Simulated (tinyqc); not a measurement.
# Resistance of a tapered via with liner, size effect and interface: what changes with what

A round via whose diameter grows from db at the bottom as D(z) = db + 2 z/tan(ang). The fill, of diameter D - 2 tl, starts above the bottom liner (thickness fb tl) and has rho = rho0 (1 + ks lam/(D - 2 tl)); the sidewall liner conducts in parallel with it. The bottom liner and the interface are crossed over the full area pi db^2/4. Spreading in the lines above and below is left out.

Parameters, values chosen for the exercise; fill metal close to ruthenium: diameter at the bottom db = 21 nm; height hv = 29 nm; sidewall angle ang = 89 degrees; bulk resistivity of the fill rho0 = 7.62 uohm cm; mean free path of the fill lam = 6.69 nm; size-effect factor ks = 0.7; liner on the sidewall tl = 0.5 nm; liner at the bottom over that on the sidewall fb = 0.5; resistivity of the liner rl = 490 uohm cm; interface resistivity at the bottom ri = 2.6e-12 ohm cm^2; ballistic conductance per area, about 3/(4 rho0 lam) Sb = 1.5e15 S/m^2; bulk resistivity of the second fill (close to tungsten) rho2 = 5.22 uohm cm; its mean free path lam2 = 15.9 nm; its liner tl2 = 3.4 nm.

Each table varies one quantity; the others keep the values above.

## Via resistance against the diameter at the bottom

Slices between z0 = fb tl and hv, evaluated at their midpoints: conductance per length pi/4 [(D - 2 tl)^2/rho + (D^2 - (D - 2 tl)^2)/rl], slice resistance = slice height over that. 2000 slices. R_fill = sum of the slices; R_bottom = rl fb tl/(pi db^2/4); R_interface = ri/(pi db^2/4); ballistic (Sharvin) limit 1/(Sb pi (db - 2 tl)^2/4); ideal cylinder rho0 hv/(pi db^2/4).

Via resistance against the diameter at the bottom:

| db (nm) | R_fill (ohm) | R_bottom (ohm) | R_interface (ohm) | R (ohm) | ballistic limit (ohm) | R over ideal cylinder | largest part |
|---|---|---|---|---|---|---|---|
| 6 | 170.03 | 43.326 | 9.1956 | 222.55 | 33.953 | 2.8475 | fill |
| 8.3 | 73.056 | 22.641 | 4.8054 | 100.50 | 15.928 | 2.4608 | fill |
| 11 | 36.445 | 12.890 | 2.7359 | 52.071 | 8.4883 | 2.2393 | fill |
| 16 | 15.074 | 6.0927 | 1.2931 | 22.460 | 3.7726 | 2.0435 | fill |
| 22 | 7.3323 | 3.2226 | 0.68397 | 11.239 | 1.9248 | 1.9333 | fill |
| 30 | 3.7078 | 1.7330 | 0.36782 | 5.8087 | 1.0093 | 1.8580 | fill |
| 42 | 1.8002 | 0.88419 | 0.18767 | 2.8720 | 0.50495 | 1.8006 | fill |
| 58 | 0.91156 | 0.46365 | 0.098407 | 1.4736 | 0.26126 | 1.7619 | fill |
| 80 | 0.46703 | 0.24371 | 0.051725 | 0.76246 | 0.13601 | 1.7343 | fill |

R falls from 223 to 0.762 ohm. The fill is the largest part at db = 6 and in all other rows. R goes as db^(-2.45) between the first two rows and db^(-2.05) between the last two; area alone gives -2.

## Via resistance against the height

Same model as above.

2000 slices.

The same in every row: R_bottom (ohm) = 3.5368; R_interface (ohm) = 0.75066; ballistic limit (ohm) = 2.1221.

Results:

| hv (nm) | R_fill (ohm) | R (ohm) | R over ideal cylinder | largest part |
|---|---|---|---|---|
| 13 | 3.7151 | 8.0026 | 2.7981 | fill |
| 26 | 7.3256 | 11.613 | 2.0302 | fill |
| 38 | 10.510 | 14.797 | 1.7700 | fill |
| 55 | 14.795 | 19.082 | 1.5770 | fill |
| 80 | 20.657 | 24.944 | 1.4173 | fill |
| 120 | 29.086 | 33.374 | 1.2641 | fill |
| 170 | 38.252 | 42.539 | 1.1374 | fill |

Estimate the missing row, hv = 18 nm.

Computed row:

| hv (nm) | R_fill (ohm) | R (ohm) | R over ideal cylinder | largest part |
|---|---|---|---|---|
| 18 | 5.1243 | 9.4117 | 2.3767 | fill |

With this row back in the table: R rises from 8.00 to 42.5 ohm. The fill is the largest part at hv = 13 and in all other rows. The share of the two bottom terms goes from 53.6 to 10.1 %. For hv = 13 the ballistic limit exceeds half of R_fill, so the diffusive model understates R.

## Two fill metals against the diameter

2000 slices. R_fill = sum of the slices; R_bottom = rl fb tl/(pi db^2/4); R_interface = ri/(pi db^2/4). The second fill has rho2, lam2 and tl2 in place of rho0, lam and tl.

Result of one run:

| db (nm) | R, first fill (ohm) | R, second fill (ohm) | ratio second/first |
|---|---|---|---|
| 17 | 19.659 | 68.875 | 3.5034 |

What becomes of these results when the diameter at the bottom db is changed from 17 to 24 nm, all else the same?

Result of the changed run:

| db (nm) | R, first fill (ohm) | R, second fill (ohm) | ratio second/first |
|---|---|---|---|
| 24 | 9.3275 | 28.239 | 3.0275 |

The whole series:

| db (nm) | R, first fill (ohm) | R, second fill (ohm) | ratio second/first |
|---|---|---|---|
| 12 | 42.703 | 222.34 | 5.2066 |
| 17 | 19.659 | 68.875 | 3.5034 |
| 24 | 9.3275 | 28.239 | 3.0275 |
| 35 | 4.2012 | 11.954 | 2.8454 |
| 49 | 2.0864 | 5.8019 | 2.7808 |
| 70 | 1.0018 | 2.7553 | 2.7503 |
| 100 | 0.48393 | 1.3243 | 2.7366 |

The ratio goes from 5.21 to 2.74. The first fill gives the lower R in every row.

tinyqc, about 0.01 s, one thread, Intel Xeon 2.30GHz (shared host): `OMP_NUM_THREADS=1 python tinyqc.py 2750002 2750003 out.jsonl`
